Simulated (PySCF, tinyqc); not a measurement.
CCSD on RHF in the sto-3g basis, for H6, spin multiplicity 1, step by step (part 1 of 2). The lowest restricted solution is unstable here: a spin-polarised one lies 0.0159 hartree lower (PySCF). Computed by tinyqc, a small Python program that keeps every step (integrals from PySCF). Settings: charge = 0, multiplicity = 1, basis = sto-3g, method = RHF, energy threshold = 1e-10, iteration cap = 89, orthogonalisation = symmetric, start = core, DIIS depth = 6, amplitude equations = CCSD, DIIS depth for amplitudes = 4, cap on updates = 63. Command: `OMP_NUM_THREADS=1 python tinyqc.py 21269 21270 out.jsonl` (the two numbers bound the seeds that draw the settings). One thread of a shared host (Intel(R) Xeon(R) Processor @ 2.60GHz), about 0.4 s of CPU time with the checks. The early iterations of the SCF are left out here.

## One-electron integrals

Geometry (angstrom):
```
atom         x         y         z
H     0.000000  0.000000  0.000000
H     0.000000  0.000000  1.132000
H     0.000000  0.000000  2.300000
H     0.000000  0.000000  3.432000
H     0.000000  0.000000  4.599000
H     0.000000  0.000000  5.732000
```

Basis sto-3g: exponents (1/bohr^2) and contraction coefficients of normalised primitives:
```
element  l (shell)  exponent  coefficient
H            s (1)  3.425251     0.154329
H            s (1)  0.623914     0.535328
H            s (1)  0.168855     0.444635
```

Overlap, kinetic and nuclear-attraction integrals over the contracted functions; the nuclear repulsion is the sum of Za Zb / Rab.

nuclear repulsion = 4.01235517 hartree

overlap S:
```
          1H 1s     2H 1s     3H 1s     4H 1s     5H 1s     6H 1s
1H 1s  1.000000  0.422279  0.071376  0.007034  0.000352  0.000010
2H 1s  0.422279  1.000000  0.403357  0.071376  0.006487  0.000351
3H 1s  0.071376  0.403357  1.000000  0.422279  0.071503  0.007034
4H 1s  0.007034  0.071376  0.422279  1.000000  0.403875  0.071376
5H 1s  0.000352  0.006487  0.071503  0.403875  1.000000  0.421746
6H 1s  0.000010  0.000351  0.007034  0.071376  0.421746  1.000000
```

kinetic energy T (hartree):
```
           1H 1s      2H 1s      3H 1s      4H 1s      5H 1s      6H 1s
1H 1s   0.760032   0.069382  -0.011443  -0.003475  -0.000313  -0.000014
2H 1s   0.069382   0.760032   0.060231  -0.011443  -0.003274  -0.000312
3H 1s  -0.011443   0.060231   0.760032   0.069382  -0.011444  -0.003475
4H 1s  -0.003475  -0.011443   0.069382   0.760032   0.060473  -0.011443
5H 1s  -0.000313  -0.003274  -0.011444   0.060473   0.760032   0.069115
6H 1s  -0.000014  -0.000312  -0.003475  -0.011443   0.069115   0.760032
```

nuclear attraction V (hartree):
```
           1H 1s      2H 1s      3H 1s      4H 1s      5H 1s      6H 1s
1H 1s  -2.277178  -0.944736  -0.156082  -0.015122  -0.000752  -0.000021
2H 1s  -0.944736  -2.629164  -0.979744  -0.164735  -0.014293  -0.000750
3H 1s  -0.156082  -0.979744  -2.745843  -1.055767  -0.165053  -0.015123
4H 1s  -0.015122  -0.164735  -1.055767  -2.746097  -0.981246  -0.156079
5H 1s  -0.000752  -0.014293  -0.165053  -0.981246  -2.629271  -0.943316
6H 1s  -0.000021  -0.000750  -0.015123  -0.156079  -0.943316  -2.276782
```

core Hamiltonian H = T + V (hartree):
```
           1H 1s      2H 1s      3H 1s      4H 1s      5H 1s      6H 1s
1H 1s  -1.517147  -0.875354  -0.167525  -0.018597  -0.001064  -0.000035
2H 1s  -0.875354  -1.869132  -0.919513  -0.176178  -0.017567  -0.001061
3H 1s  -0.167525  -0.919513  -1.985811  -0.986385  -0.176497  -0.018598
4H 1s  -0.018597  -0.176178  -0.986385  -1.986065  -0.920773  -0.167522
5H 1s  -0.001064  -0.017567  -0.176497  -0.920773  -1.869239  -0.874200
6H 1s  -0.000035  -0.001061  -0.018598  -0.167522  -0.874200  -1.516750
```

## Two-electron integrals

Functions are numbered as in S; the eight-fold symmetry (ij|kl) = (ji|kl) = (kl|ij) leaves the list below.

Two-electron integrals (ij|kl) in chemists' order, unique and non-zero (hartree):
```
(11|11) 0.774606   (21|11) 0.252610   (21|21) 0.110473   (22|11) 0.437202
(22|21) 0.252610   (22|22) 0.774606   (31|11) 0.030925   (31|21) 0.015235
(31|22) 0.040833   (31|31) 0.002515   (32|11) 0.125132   (32|21) 0.072943
(32|22) 0.238644   (32|31) 0.014573   (32|32) 0.099895   (33|11) 0.229831
(33|21) 0.129593   (33|22) 0.426825   (33|31) 0.030925   (33|32) 0.238644
(33|33) 0.774606   (41|11) 0.002230   (41|21) 0.001199   (41|22) 0.003539
(41|31) 0.000225   (41|32) 0.001450   (41|33) 0.003539   (41|41) 0.000022
(42|11) 0.017178   (42|21) 0.009662   (42|22) 0.030925   (42|31) 0.002051
(42|32) 0.014573   (42|33) 0.040833   (42|41) 0.000225   (42|42) 0.002515
(43|11) 0.078559   (43|21) 0.041909   (43|22) 0.129593   (43|31) 0.009662
(43|32) 0.072943   (43|33) 0.252610   (43|41) 0.001199   (43|42) 0.015235
(43|43) 0.110473   (44|11) 0.154188   (44|21) 0.078559   (44|22) 0.229831
(44|31) 0.017178   (44|32) 0.125132   (44|33) 0.437202   (44|41) 0.002230
(44|42) 0.030925   (44|43) 0.252610   (44|44) 0.774606   (51|11) 0.000082
(51|21) 0.000045   (51|22) 0.000140   (51|31) 0.000010   (51|32) 0.000068
(51|33) 0.000193   (51|41) 1.06e-06   (51|42) 0.000012   (51|43) 0.000071
(51|44) 0.000142   (51|51) 5.63e-08   (52|11) 0.001230   (52|21) 0.000659
(52|22) 0.002037   (52|31) 0.000145   (52|32) 0.001054   (52|33) 0.003276
(52|41) 0.000017   (52|42) 0.000207   (52|43) 0.001404   (52|44) 0.003275
(52|51) 9.83e-07   (52|52) 0.000019   (53|11) 0.011164   (53|21) 0.005730
(53|22) 0.016933   (53|31) 0.001260   (53|32) 0.009165   (53|33) 0.030988
(53|41) 0.000157   (53|42) 0.002030   (53|43) 0.015265   (53|44) 0.040910
(53|51) 0.000010   (53|52) 0.000207   (53|53) 0.002524   (54|11) 0.053445
(54|21) 0.026455   (54|22) 0.074708   (54|31) 0.005510   (54|32) 0.038349
(54|33) 0.125324   (54|41) 0.000685   (54|42) 0.009161   (54|43) 0.073058
(54|44) 0.239023   (54|51) 0.000043   (54|52) 0.001055   (54|53) 0.014619
(54|54) 0.100176   (55|11) 0.115064   (55|21) 0.055623   (55|22) 0.152632
(55|31) 0.011146   (55|32) 0.074626   (55|33) 0.229930   (55|41) 0.001325
(55|42) 0.016907   (55|43) 0.129664   (55|44) 0.427109   (55|51) 0.000082
(55|52) 0.002037   (55|53) 0.030988   (55|54) 0.239023   (55|55) 0.774606
(61|11) 1.84e-06   (61|21) 9.72e-07   (61|22) 2.96e-06   (61|31) 2.15e-07
(61|32) 1.57e-06   (61|33) 0.000005   (61|41) 2.59e-08   (61|42) 3.16e-07
(61|43) 2.18e-06   (61|44) 0.000005   (61|52) 2.93e-08   (61|53) 3.17e-07
(61|54) 1.57e-06   (61|55) 2.96e-06   (62|11) 0.000055   (62|21) 0.000028
(62|22) 0.000082   (62|31) 0.000006   (62|32) 0.000043   (62|33) 0.000142
(62|41) 7.44e-07   (62|42) 0.000010   (62|43) 0.000071   (62|44) 0.000192
(62|51) 4.55e-08   (62|52) 9.80e-07   (62|53) 0.000012   (62|54) 0.000068
(62|55) 0.000140   (62|62) 5.60e-08   (63|11) 0.000939   (63|21) 0.000467
(63|22) 0.001325   (63|31) 0.000098   (63|32) 0.000684   (63|33) 0.002230
(63|41) 0.000012   (63|42) 0.000156   (63|43) 0.001199   (63|44) 0.003539
(63|51) 7.46e-07   (63|52) 0.000017   (63|53) 0.000226   (63|54) 0.001452
(63|55) 0.003540   (63|61) 2.59e-08   (63|62) 1.06e-06   (63|63) 0.000022
(64|11) 0.008325   (64|21) 0.004040   (64|22) 0.011142   (64|31) 0.000815
(64|32) 0.005502   (64|33) 0.017178   (64|41) 0.000098   (64|42) 0.001257
(64|43) 0.009662   (64|44) 0.030925   (64|51) 0.000006   (64|52) 0.000145
(64|53) 0.002054   (64|54) 0.014591   (64|55) 0.040833   (64|61) 2.15e-07
(64|62) 0.000010   (64|63) 0.000225   (64|64) 0.002515   (65|11) 0.043308
(65|21) 0.020613   (65|22) 0.055546   (65|31) 0.004035   (65|32) 0.026388
(65|33) 0.078474   (65|41) 0.000466   (65|42) 0.005713   (65|43) 0.041866
(65|44) 0.129468   (65|51) 0.000028   (65|52) 0.000658   (65|53) 0.009667
(65|54) 0.072945   (65|55) 0.252213   (65|61) 9.71e-07   (65|62) 0.000045
(65|63) 0.001197   (65|64) 0.015216   (65|65) 0.110167   (66|11) 0.092320
(66|21) 0.043358   (66|22) 0.115039   (66|31) 0.008325   (66|32) 0.053370
(66|33) 0.154188   (66|41) 0.000939   (66|42) 0.011142   (66|43) 0.078559
(66|44) 0.229831   (66|51) 0.000055   (66|52) 0.001229   (66|53) 0.017205
(66|54) 0.125255   (66|55) 0.436910   (66|61) 1.84e-06   (66|62) 0.000082
(66|63) 0.002230   (66|64) 0.030925   (66|65) 0.252213   (66|66) 0.774606
```

## Orthogonalisation

S = U s U^T; symmetric (Loewdin) form X = U s^(-1/2) U^T, so that X^T S X = 1.

eigenvalues of S: 0.346249  0.480890  0.718644  1.099725  1.506330  1.848160

X:
```
           1H 1s      2H 1s      3H 1s      4H 1s      5H 1s      6H 1s
1H 1s   1.080965  -0.255625   0.042283  -0.007049   0.001154  -0.000198
2H 1s  -0.255625   1.163582  -0.261207   0.045232  -0.007065   0.001151
3H 1s   0.042283  -0.261207   1.167977  -0.274057   0.045267  -0.007041
4H 1s  -0.007049   0.045232  -0.274057   1.168208  -0.261570   0.042280
5H 1s   0.001154  -0.007065   0.045267  -0.261570   1.163570  -0.255259
6H 1s  -0.000198   0.001151  -0.007041   0.042280  -0.255259   1.080738
```

## Iteration 7 (converged): orbitals

converged F (hartree):
```
           1H 1s      2H 1s      3H 1s      4H 1s      5H 1s      6H 1s
1H 1s  -0.206917  -0.420541  -0.102622   0.008332   0.002970  -0.007757
2H 1s  -0.420541  -0.279805  -0.328081  -0.100453  -0.010021   0.002974
3H 1s  -0.102622  -0.328081  -0.282209  -0.418924  -0.100632   0.008381
4H 1s   0.008332  -0.100453  -0.418924  -0.282423  -0.328539  -0.102645
5H 1s   0.002970  -0.010021  -0.100632  -0.328539  -0.279763  -0.420128
6H 1s  -0.007757   0.002974   0.008381  -0.102645  -0.420128  -0.206640
```

Diagonalise F' = X^T F X, C = X C', fill 3 alpha and 3 beta electrons from the bottom; D = 2 C_occ C_occ^T. Each column has its largest component positive (the first on a tie).

F' = X^T F X (hartree):
```
           1          2          3          4          5          6
1  -0.030689  -0.419988   0.051290   0.013271   0.002511  -0.009507
2  -0.419988   0.022845  -0.326450   0.055295  -0.007576   0.002506
3   0.051290  -0.326450   0.024222  -0.432439   0.055326   0.013342
4   0.013271   0.055295  -0.432439   0.024357  -0.326927   0.051288
5   0.002511  -0.007576   0.055326  -0.326927   0.022839  -0.419551
6  -0.009507   0.002506   0.013342   0.051288  -0.419551  -0.030820
```

orbital energies (hartree): MO1 -0.588391, MO2 -0.483790, MO3 -0.318632, MO4 0.177911, MO5 0.473878, MO6 0.771778

coefficients C:
```
            MO1        MO2        MO3        MO4        MO5        MO6
1H 1s  0.182814   0.366063   0.449611  -0.574491  -0.617858  -0.392820
2H 1s  0.293804   0.424571   0.270276   0.306428   0.751910   0.700497
3H 1s  0.388389   0.138205  -0.428819   0.521560  -0.297863  -0.892645
4H 1s  0.388617  -0.138902  -0.428279  -0.520824  -0.298928   0.893177
5H 1s  0.293991  -0.423985   0.271129  -0.307316   0.751144  -0.700861
6H 1s  0.182708  -0.365168   0.450573   0.575508  -0.616442   0.392474
```

D after iteration 7:
```
           1H 1s      2H 1s      3H 1s      4H 1s      5H 1s      6H 1s
1H 1s   0.739145   0.661300  -0.142414  -0.344722   0.040885   0.204618
2H 1s   0.661300   0.679261   0.113778  -0.121100  -0.040713   0.040839
3H 1s  -0.142414   0.113778   0.707664   0.630783  -0.121358  -0.345441
4H 1s  -0.344722  -0.121100   0.630783   0.707480   0.114047  -0.142490
5H 1s   0.040885  -0.040713  -0.121358   0.114047   0.679408   0.661406
6H 1s   0.204618   0.040839  -0.345441  -0.142490   0.661406   0.739491
```

## Convergence

Stop when the energy changes by less than 1e-10 hartree and every element of the error matrix X^T (F D S - S D F) X is below 3e-06.

Course of the cycle:
```
iteration  E (hartree)     change  largest element of the error matrix
1          -2.54640411          -                             4.19e-01
2          -3.03593629  -4.90e-01                             7.71e-02
3          -3.05872819  -2.28e-02                             1.85e-02
4          -3.05988508  -1.16e-03                             2.79e-03
5          -3.05992177  -3.67e-05                             1.71e-04
6          -3.05992182  -5.26e-08                             3.41e-06
7          -3.05992182  -3.31e-11                             5.16e-07
```

PySCF RHF in the same basis = -3.05992182 hartree

Converged in 7 iterations.

## Integrals over molecular orbitals

(pq|rs) = sum C_ip C_jq C_kr C_ls (ij|kl), one index at a time.

one-electron integrals over orbitals h = C^T H C (hartree):
```
           1          2          3          4          5          6
1  -2.066351   0.000167   0.131212   0.000141  -0.063395  -0.000078
2   0.000167  -1.857759  -0.000068  -0.183710  -0.000279  -0.042013
3   0.131212  -0.000068  -1.757354   0.000427  -0.150021   0.000074
4   0.000141  -0.183710   0.000427  -1.575492  -0.000054   0.136086
5  -0.063395  -0.000279  -0.150021  -0.000054  -1.344791   0.000153
6  -0.000078  -0.042013   0.000074   0.136086   0.000153  -1.265626
```

Two-electron integrals over orbitals (pq|rs), unique and non-zero (hartree):
```
(11|11) 0.395987    (21|11) -0.000154   (21|21) 0.128667    (22|11) 0.316559
(22|21) 0.000291    (22|22) 0.353985    (31|11) -0.075820   (31|21) 4.03e-06
(31|22) 0.035417    (31|31) 0.106402    (32|11) 0.000008    (32|21) 0.101891
(32|22) 0.000293    (32|31) -0.000123   (32|32) 0.124953    (33|11) 0.341963
(33|21) -0.000213   (33|22) 0.320243    (33|31) -0.024336   (33|32) -0.000237
(33|33) 0.345666    (41|11) -0.000076   (41|21) 0.047442    (41|22) -0.000070
(41|31) -0.000081   (41|32) -0.015299   (41|33) 0.000074    (41|41) 0.081342
(42|11) 0.071375    (42|21) -0.000168   (42|22) 0.006545    (42|31) -0.057907
(42|32) -0.000061   (42|33) 0.003072    (42|41) -0.000079   (42|42) 0.083539
(43|11) -0.000161   (43|21) -0.077255   (43|22) -0.000185   (43|31) 0.000241
(43|32) -0.075712   (43|33) 0.000124    (43|41) -0.011264   (43|42) -0.000140
(43|43) 0.101818    (44|11) 0.346083    (44|21) -0.000196   (44|22) 0.323133
(44|31) -0.024351   (44|32) -0.000206   (44|33) 0.340836    (44|41) 0.000046
(44|42) 0.011643    (44|43) 0.000099    (44|44) 0.352741    (51|11) 0.006414
(51|21) 0.000034    (51|22) 0.034211    (51|31) 0.030470    (51|32) -0.000069
(51|33) -0.016396   (51|41) 0.000007    (51|42) 0.031982    (51|43) -0.000040
(51|44) -0.009370   (51|51) 0.054550    (52|11) 0.000088    (52|21) 0.038539
(52|22) 0.000026    (52|31) -0.000136   (52|32) -0.001446   (52|33) 0.000035
(52|41) 0.053396    (52|42) 0.000123    (52|43) 0.039259    (52|44) 0.000034
(52|51) 0.000103    (52|52) 0.089742    (53|11) 0.074531    (53|21) -0.000162
(53|22) 0.008855    (53|31) -0.059892   (53|32) -0.000042   (53|33) 0.012274
(53|41) -0.000080   (53|42) 0.079120    (53|43) -0.000161   (53|44) 0.009006
(53|51) 0.026914    (53|52) 0.000104    (53|53) 0.084090    (54|11) -0.000013
(54|21) 0.104157    (54|22) 0.000276    (54|31) -0.000115   (54|32) 0.120458
(54|33) -0.000251   (54|41) -0.007962   (54|42) -0.000058   (54|43) -0.077441
(54|44) -0.000223   (54|51) -0.000053   (54|52) 0.000380    (54|53) -0.000052
(54|54) 0.128263    (55|11) 0.330406    (55|21) 0.000241    (55|22) 0.360634
(55|31) 0.028049    (55|32) 0.000240    (55|33) 0.332486    (55|41) -0.000058
(55|42) 0.010041    (55|43) -0.000170   (55|44) 0.339143    (55|51) 0.033246
(55|52) 0.000027    (55|53) 0.011825    (55|54) 0.000244    (55|55) 0.382469
(61|11) 0.000052    (61|21) -0.001337   (61|22) 0.000038    (61|31) -0.000043
(61|32) 0.023050    (61|33) -0.000042   (61|41) -0.029911   (61|42) 0.000031
(61|43) 0.046567    (61|44) -0.000033   (61|51) -0.000052   (61|52) 0.036673
(61|53) 0.000021    (61|54) 0.020992    (61|55) 0.000027    (61|61) 0.071469
(62|11) 0.008091    (62|21) 0.000052    (62|22) 0.035332    (62|31) 0.029127
(62|32) -0.000055   (62|33) -0.010090   (62|41) 0.000026    (62|42) 0.028390
(62|43) -0.000042   (62|44) -0.012206   (62|51) 0.050954    (62|52) 0.000120
(62|53) 0.030423    (62|54) -0.000054   (62|55) 0.035210    (62|61) -0.000050
(62|62) 0.053007    (63|11) -0.000065   (63|21) 0.048203    (63|22) -0.000052
(63|31) -0.000085   (63|32) -0.009342   (63|33) 0.000063    (63|41) 0.077167
(63|42) -0.000074   (63|43) -0.012358   (63|44) 0.000065    (63|51) 0.000006
(63|52) 0.053709    (63|53) -0.000086   (63|54) -0.010451   (63|55) -0.000059
(63|61) -0.028755   (63|62) 0.000020    (63|63) 0.081473    (64|11) -0.078587
(64|21) 0.000020    (64|22) 0.029819    (64|31) 0.103914    (64|32) -0.000107
(64|33) -0.026214   (64|41) -0.000073   (64|42) -0.060291   (64|43) 0.000238
(64|44) -0.027433   (64|51) 0.028378    (64|52) -0.000136   (64|53) -0.062073
(64|54) -0.000107   (64|55) 0.030891    (64|61) -0.000042   (64|62) 0.028903
(64|63) -0.000085   (64|64) 0.112282    (65|11) -0.000151   (65|21) 0.132423
(65|22) 0.000293    (65|31) -0.000012   (65|32) 0.107303    (65|33) -0.000227
(65|41) 0.048180    (65|42) -0.000167   (65|43) -0.082371   (65|44) -0.000206
(65|51) 0.000030    (65|52) 0.039989    (65|53) -0.000165   (65|54) 0.112331
(65|55) 0.000259    (65|61) -0.001686   (65|62) 0.000049    (65|63) 0.052515
(65|64) 0.000006    (65|65) 0.148058    (66|11) 0.419523    (66|21) -0.000149
(66|22) 0.336751    (66|31) -0.080541   (66|32) 0.000015    (66|33) 0.365403
(66|41) -0.000070   (66|42) 0.077137    (66|43) -0.000185   (66|44) 0.373037
(66|51) 0.007240    (66|52) 0.000103    (66|53) 0.082445    (66|54) -2.62e-06
(66|55) 0.359355    (66|61) 0.000053    (66|62) 0.009597    (66|63) -0.000064
(66|64) -0.088462   (66|65) -0.000155   (66|66) 0.465648
```

## CCSD: starting amplitudes

t_ij^ab = <ij||ab> / (e_i + e_j - e_a - e_b), whose energy is MP2.

Starting amplitudes (spin orbitals 1a, 1b, ...; amplitudes related by a flip of all spins are not repeated; the 24 largest):
```
from      to          t
3a 3b  4a 4b  -0.102527
2a 2b  4a 4b  -0.063124
2a 3b  4a 5b  -0.054407
1a 1b  4a 4b  -0.053075
3a 3b  5a 5b  -0.053053
2a 2b  5a 5b  -0.046854
1a 3b  4a 6b  -0.041561
3a 3b  6a 6b  -0.037359
1a 2b  4a 5b  -0.030972
2a 3a  4a 5a  -0.027410
2a 3b  4b 5a   0.026997
1a 1b  6a 6b  -0.026272
2a 3b  5a 6b  -0.026224
1a 1b  5a 5b  -0.025676
1a 3b  4b 6a   0.025080
1a 2b  5a 6b  -0.021984
2a 2b  6a 6b  -0.021109
1a 2b  4b 5a   0.018552
1a 3a  4a 6a  -0.016481
1a 2b  5b 6a   0.015822
2a 3b  5b 6a   0.014854
2a 2b  4a 6b  -0.014808
1a 3b  5a 5b  -0.014511
1a 1b  4a 6b   0.014066
```

correlation energy = -0.07519460 hartree

## CCSD: amplitude update 1

t_i^a D_i^a and t_ij^ab D_ij^ab are set to the remaining terms of the spin-orbital equations, evaluated with the old amplitudes; for the doubles these are <ij||ab> + 1/2 <ab||ef> t_ij^ef + 1/2 <mn||ij> t_mn^ab + P(ij)P(ab) <mb||ej> t_im^ae + terms in t^2 + terms with t1, D the orbital-energy denominators.

Amplitudes after update 1 (spin orbitals 1a, 1b, ...; amplitudes related by a flip of all spins are not repeated; the 24 largest):
```
from      to          t
3a 3b  4a 4b  -0.154012
2a 3b  4a 5b  -0.081213
2a 2b  4a 4b  -0.075219
2a 2b  5a 5b  -0.065762
1a 3b  4a 6b  -0.063386
3a 3b  5a 5b  -0.060903
1a 1b  4a 4b  -0.060120
2a 3b  4b 5a   0.049470
1a 3b  4b 6a   0.041760
1a 2b  4a 5b  -0.040188
3a 3b  6a 6b  -0.039180
1a 1b  6a 6b  -0.035873
2a 3b  5a 6b  -0.032476
1a 2b  5a 6b  -0.032150
2a 3a  4a 5a  -0.031743
1a 1b  5a 5b  -0.031135
2a 2b  4a 6b  -0.026218
1a 2b  4b 5a   0.025869
1a 3b  5a 5b  -0.025723
2a 2b  6a 6b  -0.024372
1a 2b  5b 6a   0.023881
1a 3a  4a 6a  -0.021626
2a 3b  5b 6a   0.019766
1a 1b  4a 6b   0.019481
```

correlation energy = -0.10344979 hartree

## CCSD: amplitude update 2

As before.

Amplitudes after update 2 (spin orbitals 1a, 1b, ...; amplitudes related by a flip of all spins are not repeated; the 24 largest):
```
from      to          t
3a 3b  4a 4b  -0.186128
2a 3b  4a 5b  -0.093349
2a 2b  4a 4b  -0.079568
2a 2b  5a 5b  -0.075984
1a 3b  4a 6b  -0.072556
3a 3b  5a 5b  -0.063348
1a 1b  4a 4b  -0.060790
2a 3b  4b 5a   0.059747
1a 3b  4b 6a   0.047910
1a 2b  4a 5b  -0.042184
1a 1b  6a 6b  -0.041953
3a 3b  6a 6b  -0.038593
1a 2b  5a 6b  -0.037145
1a 1b  5a 5b  -0.034228
2a 3a  4a 5a  -0.033602
2a 3b  5a 6b  -0.033504
2a 2b  4a 6b  -0.030497
1a 3b  5a 5b  -0.029905
1a 2b  5b 6a   0.027670
1a 2b  4b 5a   0.027190
2a 2b  6a 6b  -0.026253
1a 3a  4a 6a  -0.024645
1a 1b  4a 6b   0.020930
2a 3b  5b 6a   0.020400
```

correlation energy = -0.11593259 hartree
